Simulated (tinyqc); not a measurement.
## Internal photoemission over an interface barrier: threshold and yield against field

Electrons are excited from the valence band of a semiconductor over the barrier Phi(F) = P0 - sqrt(q F/(4 pi eps0 ei)), whose top lies at xm = sqrt(q/(16 pi eps0 ei F)). The yield is Y = A (hv - Phi)^p exp(-xm/l), with A = 1 here.

The yield is taken at hv = 4.36 eV.

Parameters, values chosen for the exercise; dielectric values close to those of silicon dioxide:
```
symbol  value  unit                              meaning
P0       4.06    eV                barrier at zero field
ei       2.32                   image-force permittivity
p           3                      exponent of the yield
l         4.6    nm  scattering length in the image well
```

Constants: q = 1.602176634e-19 C, eps0 = 8.8541878128e-14 F/cm where lengths are in cm. Results are converted to the units shown.

Results:

| F (MV/cm) | sqrt(F) ((MV/cm)^0.5) | Phi (eV) | xm (nm) | Y |
|---|---|---|---|---|
| 0.1 | 0.3162 | 3.981 | 3.939 | 0.02308 |
| 0.19 | 0.4359 | 3.951 | 2.858 | 0.03665 |
| 0.64 | 0.8000 | 3.861 | 1.557 | 0.08874 |
| 1.2 | 1.095 | 3.787 | 1.137 | 0.1469 |
| 2.1 | 1.449 | 3.699 | 0.8596 | 0.2396 |
| 3.9 | 1.975 | 3.568 | 0.6308 | 0.4331 |
| 7.2 | 2.683 | 3.392 | 0.4642 | 0.8212 |

Estimate the missing row, F = 0.35 MV/cm.

Computed row:

| F (MV/cm) | sqrt(F) ((MV/cm)^0.5) | Phi (eV) | xm (nm) | Y |
|---|---|---|---|---|
| 0.35 | 0.5916 | 3.913 | 2.106 | 0.05666 |

With this row back in the table: Phi is linear in sqrt(F) with slope -0.249 eV and intercept P0 = 4.06 eV. The yield grows by a factor of 35.6, of which 2.13 comes from less scattering, as xm shrinks from 3.94 to 0.464 nm, and the rest from the lower barrier.

Numbers from tinyqc (`OMP_NUM_THREADS=1 python tinyqc.py 2410064 2410065 out.jsonl`; about 0.01 s on one thread of a shared Intel Xeon 2.30GHz).
